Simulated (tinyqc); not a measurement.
# Worked calculation: admittance spectroscopy of a deep trap

Computed by the program tinyqc: `OMP_NUM_THREADS=1 python tinyqc.py 2050053 2050054 out.jsonl`, one thread of a shared Intel Xeon 2.30GHz, about 0.01 s for the whole run. Printed values are rounded.

Schottky contact on an n-type layer with shallow donors Nd (all ionised) and a donor-like deep trap, neutral when filled and positive when empty; depletion approximation. Traps within lam of the depletion edge stay filled. The traps at xt = W - lam, where the level crosses the Fermi level, follow a slow signal and not a fast one. w = 2 pi f.

Inputs (values chosen for the exercise); material values close to those of 4H silicon carbide:
- eps_r = 9.84 (relative permittivity)
- Nc = 1.73e19 cm^-3 (conduction-band density of states at 300 K)
- vth = 2e7 cm/s (thermal velocity at 300 K)
- Nd = 1.9e15 cm^-3 (shallow donor density)
- Vbi = 0.93 V (built-in voltage)
- Et = 0.19 eV (depth of the trap below the conduction edge)
- sn = 2.6e-15 cm^2 (capture cross-section)
- Nt = 2.1e14 cm^-3 (trap density)
- Vr = 0 V (reverse bias)
- f = 1.1e5 Hz (signal frequency)
- T = 164 K (temperature)

Constants: q = 1.602176634e-19 C, kB = 1.380649e-23 J/K, eps0 = 8.8541878128e-14 F/cm where lengths are in cm. Results are converted to the units shown.

## Widths and limiting capacitances

lam = sqrt(2 eps0 eps_r (EF - ET)/(q Nd)), EF - ET = Et - (kB T/q) ln(Nc(T)/Nd), Nc(T) = Nc (T/300 K)^1.5. In the steady state at the band bending V, 2 eps0 eps_r V/q = Nd W^2 + Nt (W - lam)^2 (the second term only if W > lam). V = Vbi + Vr. C_HF = eps0 eps_r/W, C_LF = eps0 eps_r (Nd + Nt)/(Nd W + Nt xt).

lam = 205.7598 nm
W = 710.0929 nm
xt = 504.3331 nm
C_HF = 12.26955 nF/cm^2
C_LF = 12.63390 nF/cm^2

The step is 2.97 % of C_HF.

## Admittance at the signal frequency

Emission rate en = sn vth(T) Nc(T) exp(-Et/kB T) = sn g T^2 exp(-Et/kB T), g = vth Nc/(300 K)^2, as vth goes as T^0.5 and Nc as T^1.5 (degeneracy factor 1). Inflection frequency w0 = 2 en [1 + Nt xt/(Nd W)]; C = C_HF + (C_LF - C_HF)/(1 + (w/w0)^2), G/w = (C_LF - C_HF)(w/w0)/(1 + (w/w0)^2).

en = 3.896971e5 1/s
w0/(2 pi) = 1.337819e5 Hz
C = 12.48693 nF/cm^2
G/w = 0.1787406 nF/cm^2

The signal lies near the inflection, where the loss is largest.
